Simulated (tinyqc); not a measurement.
From results back to parameters: five-level k.p model folded onto the conduction band. Three cases, with inputs chosen for the exercise.

Problem. The levels are known; the mass and the g factor at E = Eg are given. Find Ep and Ep2.

Second-order sums for the lowest conduction level at E: 1/m = 1 + Cm + (Ep/3)(2/E + 1/(E + Dso)) - (Ep2/3)(2/(E7 + D2 - E) + 1/(E7 - E)); g/2 = 1 + Cg - (Ep/3)(1/E - 1/(E + Dso)) - (Ep2/3)(1/(E7 - E) - 1/(E7 + D2 - E)). E is counted from the top of the valence band; E = Eg at the edge.

Case 1.

Values chosen (near those of InAs; shifted at random, so the results belong to these values and not to a real crystal): Eg = 0.425 eV (gap at Gamma to the s-like level); Dso = 0.401 eV (spin-orbit splitting); E7 = 4.44 eV (upper Gamma7 conduction level, from the valence top); D2 = 0.15 eV (its spin-orbit splitting, Gamma8 above Gamma7); Cm = 0 (remote term in 1/m); Cg = -0.02 (remote term in g/2).

m = 0.02394039 m0
g = -14.371916

Case 2.

Values chosen (near those of GaSb; shifted at random, so the results belong to these values and not to a real crystal): Eg = 0.812 eV (gap at Gamma to the s-like level); Dso = 0.776 eV (spin-orbit splitting); E7 = 3.16 eV (upper Gamma7 conduction level, from the valence top); D2 = 0.31 eV (its spin-orbit splitting, Gamma8 above Gamma7); Cm = -1.2 (remote term in 1/m); Cg = -0.02 (remote term in g/2).

m = 0.03977584 m0
g = -8.887500

Case 3.

Values chosen (near those of GaSb; shifted at random, so the results belong to these values and not to a real crystal): Eg = 0.819 eV (gap at Gamma to the s-like level); Dso = 0.759 eV (spin-orbit splitting); E7 = 3.24 eV (upper Gamma7 conduction level, from the valence top); D2 = 0.34 eV (its spin-orbit splitting, Gamma8 above Gamma7); Cm = -1 (remote term in 1/m); Cg = 0 (remote term in g/2).

m = 0.03924930 m0
g = -8.623270

Find: coefficients of (Ep, Ep2); right-hand sides 1/m - 1 - Cm and 1 + Cg - g/2; Ep, Ep2.

Solution. Both sums are linear in Ep and Ep2, so two equations fix them.

Case 1.

coefficients of (Ep, Ep2) (1/eV):
```
         1         2
1  1.97218  -0.24309
2  0.38076   0.00299
```

right-hand sides 1/m - 1 - Cm and 1 + Cg - g/2: 40.7704  8.1660

Ep, Ep2 (eV): 21.40  5.90

Case 2.

coefficients of (Ep, Ep2) (1/eV):
```
         1         2
1  1.03093  -0.39278
2  0.20060   0.01656
```

right-hand sides 1/m - 1 - Cm and 1 + Cg - g/2: 25.3409  5.4238

Ep, Ep2 (eV): 26.60  5.30

Case 3.

coefficients of (Ep, Ep2) (1/eV):
```
         1         2
1  1.02524  -0.37914
2  0.19576   0.01695
```

right-hand sides 1/m - 1 - Cm and 1 + Cg - g/2: 25.4782  5.3116

Ep, Ep2 (eV): 26.70  5.00

Computed by tinyqc, one run a case: `OMP_NUM_THREADS=1 python tinyqc.py N N+1 out.jsonl` with N = 1051309, 1051312, 1051340; one thread of a shared Intel(R) Xeon(R) Processor @ 2.30GHz, about 0.01 s a run at most.
